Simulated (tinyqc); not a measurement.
The solidus: solid solubility of a dopant against its melt (retrograde solidus), clustering and the electrically active fraction. Computed by tinyqc, a small Python program. Command: `OMP_NUM_THREADS=1 python tinyqc.py 3011097 3011098 out.jsonl retro walk`. One thread of a shared host (Intel(R) Xeon(R) Processor @ 2.30GHz), about 0.01 s of CPU time with the checks.

Inputs (values chosen for the exercise, for a model dopant): melting point of the host T_m = 1687 K; heat of melting of the host H_f = 50.2 kJ/mol; interaction L of the melt = -11 kJ/mol; enthalpy of transfer from melt to solid H = 1.19 eV; entropy of transfer S = 0.35 k_B; site density N0 = 5e+22 1/cm^3.

Constants: R = 8.314462618 J/(mol K); k_B = 8.617333262e-05 eV/K; e = 1.602176634e-19 C; N_A = 6.02214076e+23 1/mol.

Method. x_l and x_s are atom fractions of the dopant in melt and solid; the solid is dilute. Liquidus of the host: R T ln(1 - x_l) + L x_l^2 = -H_f (1 - T/T_m). Distribution: k = x_s/x_l = exp[L (1 - x_l)^2/(R T)] exp(S/k_B - H/(k_B T)), the first factor being the activity coefficient in the melt. Solubility = x_s N0; at T_m x_l = 0. The largest x_s N0 between 900 K and T_m. For an ideal melt with constant heats the maximum has x_l = H_f/(H + H_f), H in the same units.

largest solubility = 1.42350e+18 1/cm^3

temperature of the maximum = 1510.94 K

Against temperature:
```
T (K)      x_l           k  solubility (1/cm^3)  over the maximum
1000   0.80036  1.3545e-06           5.4203e+16           0.03808
1100   0.72252  4.5673e-06           1.6500e+17           0.11591
1200   0.63501  1.2315e-05           3.9101e+17           0.27468
1300   0.53759  2.7808e-05           7.4746e+17           0.52508
1400   0.42877  5.4234e-05           1.1627e+18           0.81678
1500   0.30514  9.3075e-05           1.4201e+18           0.99759
1580   0.19092  1.3127e-04           1.2531e+18           0.88028
1640   0.09138  1.6064e-04           7.3397e+17           0.51561
1675   0.02484  1.7592e-04           2.1848e+17           0.15348
```

What does the comparison show, and why?

Between the first rows the Arrhenius energy of the solubility is 1.06 eV, against H = 1.19 eV; it shrinks to zero at 1511 K and turns negative beyond. A crystal saturated at the maximum precipitates dopant-rich liquid on cooling and on heating alike. Below a eutectic or compound temperature another phase would set the limit.

Extremes, crossings and ranges named in words are read from the listed rows.
